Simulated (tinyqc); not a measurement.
# Double-gate transistor, scale length and short-channel effects, step by step

tinyqc, about 0.01 s, one thread, Intel Xeon 2.30GHz (shared host): `OMP_NUM_THREADS=1 python tinyqc.py 2420006 2420007 out.jsonl` Printed values are rounded.

A body of thickness ts between two insulators of thickness ti and two tied gates. Below threshold the potential that source and drain add obeys Laplace's equation and vanishes on the gate. Its lowest mode decays along the channel as exp(-k y); k is the smallest positive root of the matching condition at the interface, and the scale length is Lambda = pi/k.

Values chosen for this exercise; permittivities: semiconductor made up, insulator close to that of silicon dioxide: temperature T = 300 K; relative permittivity of the semiconductor eps_r = 10.8; relative permittivity of the insulator ei = 4.02; insulator thickness ti = 1.4 nm; body thickness ts = 3.6 nm; channel length L = 23 nm; potential of the source Vbi = 0.95 V; potential of the barrier top at threshold sT = 0.4 V; long-channel threshold VTL = 0.36 V; long-channel body factor m = 1; drain voltage Vds = 0.8 V.

Constants: q = 1.602176634e-19 C, kB = 1.380649e-23 J/K, Vt = kB T/q. Results are converted to the units shown.

## Scan of the matching condition

k, point 0 to 7 (1/nm): 0.05875  0.1175  0.17625  0.235  0.29375  0.3525  0.41125  0.47

f(k) = ei cos(k ti) cos(k ts/2) - eps_r sin(k ti) sin(k ts/2).

f(k), point 0 to 7: 3.89037  3.50609  2.88079  2.03667  1.00370  -0.18141  -1.47656  -2.83568

The first change of sign lies between k = 0.29375 and 0.3525 1/nm.

## Iteration 1: decay constant by Newton steps

k at the start = 0.3525 1/nm

f(k) = ei cos(k ti) cos(k ts/2) - eps_r sin(k ti) sin(k ts/2); f' by a central difference with +/- 1e-5 1/nm; k(new) = k - f/f'.

f = -0.181411
f' = -21.2346 nm
k after iteration 1 = 0.343957 1/nm

## Iteration 2: decay constant by Newton steps

As before.

f = -0.00118957
f' = -20.9534 nm
k after iteration 2 = 0.343900 1/nm

## Course of the iteration: decay constant by Newton steps

Stop when k changes by less than 1e-10 1/nm, or after 30 iterations.

Course of the iteration:
```
iteration  k (1/nm)  |change| (1/nm)
1          0.343957          8.54e-3
2          0.343900          5.68e-5
3          0.343900          2.60e-9
4          0.343900                0
```

Converged in 4 iterations. The change falls from 0.0085 in the first iteration to below the tolerance in the last.

## Scale length against simple estimates

k = 0.343900 1/nm

Lambda = pi/k and l = 1/k. A parabolic potential across the structure gives l(parabolic) = sqrt((eps_r/(2 ei)) ts ti (1 + ei ts/(4 eps_r ti))).

Lambda = 9.13519 nm
l = 2.90782 nm
l(parabolic) = 2.89658 nm

The parabolic estimate is 0.39 % below l.

## Threshold shift, barrier position and swing

Along the channel psi(y) = s + a exp(y/l) + b exp(-y/l) with psi(0) = Vbi, psi(L) = Vbi + Vds and l = 1/k = Lambda/pi; with A = Vbi - s, B = A + Vds, x = exp(-L/l): a = (B - A x) x/(1 - x^2), b = (A - B x)/(1 - x^2). The minimum is s + 2 sqrt(a b), at y = (l/2) ln(b/a). The long-channel potential follows the gate as s = sT + (Vg - VTL)/m, and the threshold VT is the gate voltage at which the minimum equals sT. Swing = m Vt ln 10/g at threshold, g = d(minimum)/ds = 1 - (b x + a)/((1 + x) sqrt(a b)).

s at threshold = 0.365545 V
a = 5.08244e-4 V
b = 0.583947 V
position of the minimum = 10.2451 nm
VT = 0.325545 V
swing = 62.1317 mV/decade

The threshold lies 34.5 mV below the long-channel value, and the barrier top sits at 0.45 L from the source.
